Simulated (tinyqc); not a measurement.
## Trap density from two Hall measurements

Question. p-type body, charge-sheet picture, full ionisation (an idealisation for deep acceptors), Boltzmann statistics for free electrons. e = Ec - EF at the surface. psi = Eg - Vt ln(Nv/Na) - e; N_dep = sqrt(2 eps0 eps_r Na (psi - Vt)/q); n_f = sqrt(N_dep^2 + 2 eps0 eps_r Vt Nc exp(-e/Vt)/q) - N_dep; Vg = Vfb + psi + q (N_dep + n_t + n_f)/Cox, Cox = eps0 eox/tox. Find e and n_t at both points and the mean trap density between them.

Values chosen for this exercise; band and dielectric values close to those of 4H silicon carbide:
```
symbol    value   unit                                   meaning
T           300      K                               temperature
Eg          3.3     eV                                  band gap
eps_r      9.76                            relative permittivity
Nc      1.71e19  cm^-3    conduction-band density of states at T
Nv      2.47e19  cm^-3       valence-band density of states at T
eox         3.9           relative permittivity of the insulator
tox          67     nm                       insulator thickness
Na         2e16  cm^-3                          acceptor density
Vfb       -2.11      V  flat-band voltage without trapped charge
```

Constants: q = 1.602176634e-19 C, kB = 1.380649e-23 J/K, Vt = kB T/q, eps0 = 8.8541878128e-14 F/cm where lengths are in cm. Results are converted to the units shown.

Vg (V): 3.6210396  4.2944505
free sheet density from the Hall effect (cm^-2): 4.3150613e8  2.0052037e10

Answer. Each n_f fixes e; what the gate voltage holds beyond psi, N_dep and n_f is trapped; the difference quotient is the density, smeared over a few Vt.

e (eV): 0.229  0.129
n_t (cm^-2): 1.29e11  2.80e11
mean trap density = 1.51e12 cm^-2 eV^-1

tinyqc, about 0.02 s, one thread, Intel Xeon 2.30GHz (shared host): `OMP_NUM_THREADS=1 python tinyqc.py 2222224 2222225 out.jsonl`
